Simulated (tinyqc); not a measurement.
Raising U: Hubbard chain of 3 sites, mean field against exact. Computed by the program tinyqc. 

one-body matrix (hopping and site energies) (eV):
```
,1,2,3
1,-0.5000,-0.9400,0.0000
2,-0.9400,0.4300,-0.9400
3,0.0000,-0.9400,0.5900
```

electrons, up and down: 2  1

Collinear unrestricted mean field (the lowest of 40 random starts) against exact diagonalisation.

Exact and mean-field results (eV):
```
U,U/t,E exact,E mean field,mean |n_up - n_down|,"double occupancy, exact",first gap in the sector
0.470,0.500,-2.05646,-2.04922,0.333,0.221,1.310
0.940,1.000,-1.76157,-1.72968,0.337,0.197,1.246
1.880,2.000,-1.27853,-1.14844,0.488,0.147,1.070
2.820,3.000,-0.92498,-0.69938,0.693,0.106,0.898
3.760,4.000,-0.66981,-0.41193,0.824,0.077,0.757
5.640,6.000,-0.34300,-0.10562,0.923,0.043,0.562
7.520,8.000,-0.15019,0.05024,0.957,0.027,0.440
11.280,12.000,0.06089,0.20669,0.981,0.013,0.304
18.800,20.000,0.24042,0.33200,0.993,4.87e-03,0.186
```

In absolute terms mean field is worst at U/t = 4.0, 0.258 eV too high: at small U it is nearly exact, and at large U it misses only exchange-scale energies. Relative to the exact energy its error is 0.4 % at the smallest U, 239 % at most and 38 % at the largest. The double occupancy falls from 0.221 to 0.005.
